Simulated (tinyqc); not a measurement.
Inputs raised by 10 %, one at a time: straight dislocations in isotropic elasticity: fields, energies, partials, Peierls stress and walls. Computed by tinyqc, a small Python program. Command: `OMP_NUM_THREADS=1 python tinyqc.py 3003677 3003678 out.jsonl disloc sens`. One thread of a shared host (Intel(R) Xeon(R) Processor @ 2.30GHz), about 0.01 s of CPU time with the checks.

The line runs along z, the glide plane is y = 0, and beta is the angle between b and the line (0 screw, 90 degrees edge): b_e = b sin(beta) along +x with the extra half plane at y > 0, b_s = b cos(beta). Stress is positive in tension.

Inputs (values chosen for the exercise, modelled on aluminium):
```
quantity                          value      unit
shear modulus G                    25.4       GPa
Poisson ratio nu                  0.353         -
Burgers vector b                  2.863  angstrom
stacking-fault energy gamma         143    mJ/m^2
dislocation density rho         3.4e+09     1/m^2
core radius r0/b                      1         -
unstable fault energy gamma_us      128    mJ/m^2
source length l                      25        nm
```

Character: screw.

Constants: 1 eV/angstrom^3 = 160.2176634 GPa.

Method:
- Energy factor K = G [cos^2(beta) + sin^2(beta)/(1 - nu)].
- E = K b^2/(4 pi) ln(R/r0) with R = 1/(2 sqrt(rho)); tension T = E + d^2E/d(beta)^2 = G b^2 [1 + nu - 3 nu sin^2(beta)]/(4 pi (1 - nu)) ln(R/r0). The core energy is taken into r0.
- Shockley partials have b_p = b/sqrt(3) at the angles beta -/+ 30 degrees; their repulsion balances the fault at d = G b_p^2/(8 pi gamma) (2 - nu)/(1 - nu) [1 - 2 nu cos(2 beta)/(2 - nu)].
- Misfit energy gamma(u) = (gamma_us/2)(1 - cos(2 pi u/b)), so the largest restoring stress is tau_max = pi gamma_us/b; u(x) = b/2 + (b/pi) arctan(x/zeta), zeta = K b/(4 pi tau_max). Summing the misfit energy over atomic rows a' apart gives, for a wide core, W_P = (K b^2/pi) exp(-2 pi zeta/a') and sigma_P = (K b/a') exp(-2 pi zeta/a'); a' = b/2 for edge and 30-degree lines, b sqrt(3)/2 for screw and 60-degree lines.
- Frank-Read source, averaged over the loop: tau = G b/(2 pi l) [(1 - nu/2)/(1 - nu)] ln(l/r0). Taylor hardening: tau = 0.3 G b sqrt(rho).

Runs:
```
input moved                                    from          to  line energy E (eV/nm)  splitting width d (nm)  Taylor stress (MPa)  half width zeta (angstrom)
base run                                          -           -                  10.66                  0.2808               0.1272                       4.120
shear modulus G (GPa)                          25.4       27.94                  11.72                  0.3089               0.1399                       4.532
Poisson ratio nu                              0.353      0.3883                  10.66                  0.2636               0.1272                       4.120
Burgers vector b (angstrom)                   2.863      3.1493                  12.78                  0.3398               0.1399                       4.985
stacking-fault energy gamma (mJ/m^2)            143       157.3                  10.66                  0.2553               0.1272                       4.120
dislocation density rho (1/m^2)          3400000000  3740000000                  10.61                  0.2808               0.1334                       4.120
unstable fault energy gamma_us (mJ/m^2)         128       140.8                  10.66                  0.2808               0.1272                       3.746
core radius r0/b                                  1         1.1                  10.56                  0.2808               0.1272                       4.120
```

Exponents ln(y'/y) / ln(x'/x):
```
input                           line energy E  splitting width d  Taylor stress  half width zeta
shear modulus G                         1.000              1.000            1.0                1
Poisson ratio nu                        0.000             -0.664            0.0                0
Burgers vector b                        1.903              2.000            1.0                2
stacking-fault energy gamma             0.000             -1.000            0.0                0
dislocation density rho                -0.049              0.000            0.5                0
unstable fault energy gamma_us          0.000              0.000            0.0               -1
core radius r0/b                       -0.097              0.000            0.0                0
```

Which inputs matter most for each result?

Among the inputs moved here: line energy E answers most in size to Burgers vector b (exponent +1.903), next to shear modulus G (+1.000); its exponent is below 0.0005 for Poisson ratio nu, stacking-fault energy gamma, unstable fault energy gamma_us. Its exponent +1.000 in shear modulus G: linear elasticity. Splitting width d answers most in size to Burgers vector b (exponent +2.000), next to shear modulus G (+1.000); its exponent is below 0.0005 for dislocation density rho, unstable fault energy gamma_us, core radius r0/b. Its exponent +2.000 in Burgers vector b: the force between partials goes as b^2. Its exponent -1.000 in stacking-fault energy gamma: repulsion falls as 1/d. Taylor stress answers most in size to shear modulus G (exponent +1.000), and about equally to Burgers vector b (+1.000); its exponent is below 0.0005 for Poisson ratio nu, stacking-fault energy gamma, unstable fault energy gamma_us, core radius r0/b. Its exponent +0.500 in dislocation density rho: the forest spacing is rho^(-1/2). Half width zeta answers most in size to Burgers vector b (exponent +2.000), next to shear modulus G (+1.000); its exponent is below 0.0005 for Poisson ratio nu, stacking-fault energy gamma, dislocation density rho, core radius r0/b. Its exponent -1.000 in unstable fault energy gamma_us: a stiffer glide plane narrows the core.

Caution (all rows): a splitting under two Burgers vectors is within the cores, where the elastic formula fails.
